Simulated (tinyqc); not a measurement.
Levels of description: finite square well with mass mismatch (envelope functions).

A square well of width L and depth V0, mass mw inside and mb outside, energies from the bottom of the well, c = hbar^2/2m0. k = sqrt(mw E/c), kappa = sqrt(mb (V0 - E)/c). psi and psi'/m are continuous at the walls (BenDaniel-Duke), so level n solves k L + 2 atan[(k/mw)/(kappa/mb)] = n pi.

Non-parabolic bands: mw is replaced by mw (1 + alpha_w E) and mb by mb (1 - alpha_b (V0 - E)), in k, kappa and the matching condition alike.

Constants: hbar^2/2m0 = 3.80998211 eV angstrom^2.

Parameters, chosen for this exercise (near those of the light valleys of a Si film in HfO2; not measured data): L = 42 angstrom (well width); V0 = 1.45 eV (barrier height); mw = 0.187 m0 (mass in the well); mb = 0.173 m0 (mass in the barrier); alpha_w = 0.48 1/eV (non-parabolicity in the well); alpha_b = 0.21 1/eV (non-parabolicity in the barrier).

The same well five ways. mb = mw: the barrier takes the mass of the well. psi' continuous: kappa holds mb but the condition drops the masses, k L + 2 atan(k/kappa) = n pi. The last column is measured against BenDaniel-Duke.

Levels (eV):
```
model                E1      E2      E3  E1 - E1(BDD) (meV)
infinite walls   0.1140  0.4560  1.0259                31.2
mb = mw          0.0818  0.3242  0.7150                -0.9
BenDaniel-Duke   0.0828  0.3275  0.7206                 0.0
psi' continuous  0.0809  0.3209  0.7093                -1.9
non-parabolic    0.0841  0.3061  0.6103                 1.3
```

Hard walls put E1 31.2 meV too high. Ignoring the mass step moves it by -0.9 meV and the wrong matching by -1.9 meV: with mb/mw = 0.93, continuity of psi'/m lets the slope outside be 0.93 times the slope inside, which acts like a harder wall. Non-parabolicity shifts E1 by +1.3 meV, the balance of a heavier mass in the well, which lowers it, and a lighter mass deep in the barrier, which hardens the wall. Among the finite wells the largest departure in E1 is that of the model 'psi' continuous'.

Program tinyqc; command `OMP_NUM_THREADS=1 python tinyqc.py 1280541 1280542 out.jsonl`; about 0.01 s on one thread of a shared Intel(R) Xeon(R) Processor @ 2.30GHz.
